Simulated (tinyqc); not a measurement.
## Segment and feed resistance from two drops

Problem. A rail is fed at one end through Rq; K loads of Ij follow, each after a segment Rs. The drop at load j is K Ij Rq + Rs Ij sum_(l=1..j) (K - l + 1). Find Rs, Rq and the worst drop, at the middle, if the rail were fed through Rq at both ends: K Ij Rq/2 + Rs Ij K^2/8 with the load taken as continuous.

Values chosen for this exercise: number of equal loads K = 15; current of each load Ij = 0.63 mA.

drops at the first and at the last load (mV): 3.402  21.924000

Answer. The difference of the two drops is Rs Ij K (K - 1)/2, which gives Rs; the first drop then gives Rq.

Rs = 0.2800 ohm
Rq = 0.08000 ohm
drop at the middle with two feeds = 5.339 mV

Program tinyqc, `OMP_NUM_THREADS=1 python tinyqc.py 2770201 2770202 out.jsonl`; Intel Xeon 2.30GHz, shared host, one thread, about 0.3 s.
